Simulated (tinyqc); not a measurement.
## Ideality, resistance and saturation current from three points

Inverse problem. Well above I0 a diode obeys V = n Vt ln(I/I0) + Rs I. Find n, Rs and I0.

Values chosen for this exercise:

| symbol | value | unit | meaning |
|---|---|---|---|
| T | 250 | K | temperature |

Constants: q = 1.602176634e-19 C, kB = 1.380649e-23 J/K, Vt = kB T/q. Results are converted to the units shown.

I (A): [0.00045, 0.005, 0.055]
V (V): [0.50896323, 0.57811966, 0.78339443]

Answer. The equation is linear in a = n Vt, Rs and c = -a ln I0; three points give a 3 x 3 system.

n = 1.070
Rs = 3.000 ohm
I0 = 1.229e-13 A

Computed by the program tinyqc: `OMP_NUM_THREADS=1 python tinyqc.py 2640158 2640159 out.jsonl`, one thread of a shared Intel Xeon 2.30GHz, about 0.01 s for the whole run.
